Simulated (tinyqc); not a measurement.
# Worked calculation: read current of a NAND string, cells in series solved by shooting

tinyqc, about 0.5 s, one thread, Intel Xeon 2.30GHz (shared host): `OMP_NUM_THREADS=1 python tinyqc.py 2142127 2142128 out.jsonl` Printed values are rounded.

Cells in series, numbered from 0 at the source line (0 V) to the bit line, each followed by a gap resistance Rg. A cell with gate Vg, threshold VT, source Vs and drain Vd passes I = 2 nf K Vt^2 [F(Vs) - F(Vd)]/(1 + th max(Vg - VT, 0)), F(V) = ln^2(1 + exp((Vg - VT - nf V)/(2 nf Vt))). The selected cell has Vg = Vr, the others Vg = Vp.

Values chosen for this exercise; values of the order met in vertical NAND strings: temperature T = 300 K; gain factor of a cell K = 3.2 uA/V^2; slope factor nf = 1.7; mobility reduction factor th = 0.11 1/V; resistance of the gap between cells Rg = 15 kohm; bit-line voltage Vbl = 0.7 V; pass voltage Vp = 6.7 V; read voltage on the selected word line Vr = 1.77 V.

Constants: q = 1.602176634e-19 C, kB = 1.380649e-23 J/K, Vt = kB T/q. Results are converted to the units shown.

## Step 1: node voltages for a trial current

first trial current = 0.34 uA

```
cell,thresholds from the source end (V)
0,4.3
1,0.5
2,-2.1
3,-2.1
4,4.3
5,-2.1
```

For a trial current I start at 0 V and, cell by cell (the selected one is cell 1), solve for the drain: sqrt(F(Vd)) = sqrt(F(Vs) - I/k), k = 2 nf K Vt^2/(1 + th max(Vg - VT, 0)), Vd = [Vg - VT - 2 nf Vt ln(exp(sqrt F) - 1)]/nf, then add I Rg.

```
cell,"node voltage after each cell and gap, trial 1 (V)"
0,0.0622136
1,0.180714
2,0.210495
3,0.240426
4,0.315033
5,0.345500
```

## Step 2: node voltages for a trial current

second trial current = 0.53 uA

As before.

```
cell,"node voltage after each cell and gap, trial 2 (V)"
0,0.0980546
1,0.308775
2,0.356275
3,0.404168
4,0.542813
5,0.592328
```

## Course of the secant iteration

Secant steps on the end voltage less Vbl, from the two trials; a trial above the saturation current of a cell has no solution and is moved halfway to the previous trial. Stop below 1e-9 V.

Course of the iteration:
```
iteration,I (uA),end voltage - Vbl (V),halvings
1,0.612882,0.0263,0
2,0.596629,-1.99e-3,0
3,0.597774,-3.72e-5,0
4,0.597796,5.26e-8,0
5,0.597796,-1.39e-12,0
```

Converged in 5 iterations to I = 0.59780 uA. The selected cell takes 34.8 % of the bit-line voltage and the gaps together 7.69 %.
